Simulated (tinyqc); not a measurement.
## Six-transistor SRAM cell, nodal equations and margins: effect of the n-channel threshold

Two cross-coupled inverters (pull-down bn, pull-up bp) hold the nodes Q and QB; access transistors (ba, threshold VTn, gate on the word line at Vdd when selected) join them to the bit lines. Transistor (EKV form, voltages against the body): I = 2 n b Vt^2 [F(vp - Vs) - F(vp - Vd)] from drain to source, F(v) = ln^2(1 + exp(v/(2 Vt))), vp = (Vg - VT + sg |Vd - Vs|)/n. n-channel bodies are at 0; for the p-channel device all voltages are counted down from Vdd. b in uA/V^2 gives I in uA. For an access transistor the bit line is the drain and the node the source. In a read both bit lines are at Vdd. The cell is symmetric (no mismatch).

f(x) is the node voltage of one half-cell for input x: In = Ip in hold, In = Ip + Ia in a read. Static noise margin: side of the largest square between the curve (x, f(x)) and its mirror image (f(y), y); with h(c) the root x of f(x) - x = c, it is the maximum over c > 0 of h(c) - h(-c) + c. Q is the low node in a read and Iread the current of its access transistor. The write trip is the voltage to which the bit line of the high node must fall (the other staying at Vdd) for that state to vanish; higher is easier, and a negative value means that a grounded bit line does not write.

Values chosen for this exercise: temperature T = 400 K; supply voltage Vdd = 0.8 V; slope factor n = 1.28; drain-induced barrier lowering sg = 0.118; p-channel threshold (magnitude) VTp = 0.26 V; gain factor of the pull-down transistor bn = 450 uA/V^2; gain factor of the access transistor ba = 300 uA/V^2; gain factor of the pull-up transistor bp = 160 uA/V^2.

Constants: q = 1.602176634e-19 C, kB = 1.380649e-23 J/K, Vt = kB T/q. Results are converted to the units shown.

Results:
```
VTn (V)	hold margin (mV)	read margin (mV)	Q in a read (mV)	Iread (uA)	write trip (mV)
0.2	232.4	79.61	131.9	30.52	309.3
0.26	253.6	110.8	120.4	25.50	253.6
0.38	278.6	162.2	100.9	16.45	163.1
0.44	277.7	182.2	91.84	12.62	121.7
0.5	266.1	198.7	83.40	9.287	81.30
```

Estimate the missing row, VTn = 0.32 V.

Computed row:
```
VTn (V)	hold margin (mV)	read margin (mV)	Q in a read (mV)	Iread (uA)	write trip (mV)
0.32	269.7	138.4	110.3	20.76	206.3
```

With this row back in the table: As VTn goes from 0.2 to 0.5 V, the read margin rises from 79.6 to 199 mV, the write trip falls from 309 to 81.3 mV and Iread falls from 30.5 to 9.29 uA. The read margin is 0.34 of the hold margin in the first row and 0.75 in the last. Read stability and write ability pull in opposite directions. At VTn = 0.2 V the read margin is under 100 mV, which threshold mismatch, left out here, can use up in a large array.

tinyqc, about 0.1 s, one thread, Intel Xeon 2.30GHz (shared host): `OMP_NUM_THREADS=1 python tinyqc.py 2340023 2340024 out.jsonl`
